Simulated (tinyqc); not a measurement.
RKS/B3LYP (VWN-RPA form) in the 6-31g basis, for H2, spin multiplicity 1, step by step. One step of it, computed by the program tinyqc.

Task: Iteration 5 (converged): orbitals. Diagonalise F' = X^T F X, C = X C', fill 1 alpha and 1 beta electrons from the bottom; D = 2 C_occ C_occ^T. Each column has its largest component positive (the first on a tie).

converged F (hartree), lower triangle:
```
,1H 1s,1H 2s,2H 1s,2H 2s
1H 1s,-0.060410
1H 2s,-0.395191,-0.242005
2H 1s,-0.433234,-0.381510,-0.060410
2H 2s,-0.381510,-0.259217,-0.395191,-0.242005
```

X, lower triangle:
```
,1H 1s,1H 2s,2H 1s,2H 2s
1H 1s,1.316037
1H 2s,-0.506249,2.098514
2H 1s,-0.243834,0.090910,1.316037
2H 2s,0.090910,-1.154375,-0.506249,2.098514
```

Give: F' = X^T F X; orbital energies; coefficients C; D after iteration 5.

Result:

F' = X^T F X (hartree), lower triangle:
```
,1,2,3,4
1,0.4883
2,-0.4794,0.2227
3,-0.4505,-0.0244,0.4883
4,-0.0244,-0.1455,-0.4794,0.2227
```

orbital energies (hartree): MO1 -0.4467, MO2 0.1165, MO3 0.5618, MO4 1.1905

coefficients C:
```
,MO1,MO2,MO3,MO4
1H 1s,0.3429,0.1645,0.7372,-1.1695
1H 2s,0.2511,1.8082,-0.6848,1.4831
2H 1s,0.3429,-0.1645,0.7372,1.1695
2H 2s,0.2511,-1.8082,-0.6848,-1.4831
```

D after iteration 5, lower triangle:
```
,1H 1s,1H 2s,2H 1s,2H 2s
1H 1s,0.2352
1H 2s,0.1722,0.1261
2H 1s,0.2352,0.1722,0.2352
2H 2s,0.1722,0.1261,0.1722,0.1261
```
